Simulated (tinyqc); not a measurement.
From results back to parameters: density of states of one tight-binding band on the simple cubic lattice. Four cases, with inputs chosen for the exercise.

Problem. For E(k) = -2 t (c1 + c2 + c3) - 4 t2 (c1 c2 + c2 c3 + c3 c1), ci = cos(2 pi ki), two differences between symmetry points are known: Gamma = (0, 0, 0), X = (1/2, 0, 0), M = (1/2, 1/2, 0), R = (1/2, 1/2, 1/2).

Case 1.

E(X) - E(Gamma) = 2.5600 eV
E(M) - E(X) = 2.5600 eV

Case 2.

E(X) - E(Gamma) = 2.9200 eV
E(M) - E(X) = 2.9200 eV

Case 3.

E(X) - E(Gamma) = 3.5600 eV
E(M) - E(X) = 4.3600 eV

Case 4.

E(X) - E(Gamma) = 3.6400 eV
E(M) - E(X) = 3.4800 eV

Find: t; t2; E(R) - E(M).

Solution. E(Gamma) = -6t - 12 t2, E(X) = -2t + 4 t2, E(M) = 2t + 4 t2, E(R) = 6t - 12 t2.

Case 1.

t = 0.640 eV
t2 = 0.000 eV
E(R) - E(M) = 2.560 eV

Case 2.

t = 0.730 eV
t2 = 0.000 eV
E(R) - E(M) = 2.920 eV

Case 3.

t = 1.090 eV
t2 = -0.050 eV
E(R) - E(M) = 5.160 eV

Case 4.

t = 0.870 eV
t2 = 0.010 eV
E(R) - E(M) = 3.320 eV

Computed by tinyqc, one run a case: `OMP_NUM_THREADS=1 python tinyqc.py N N+1 out.jsonl` with N = 1681875, 1681891, 1681953, 1681962; one thread of a shared Intel(R) Xeon(R) Processor @ 2.30GHz, about 0.2 s a run at most.
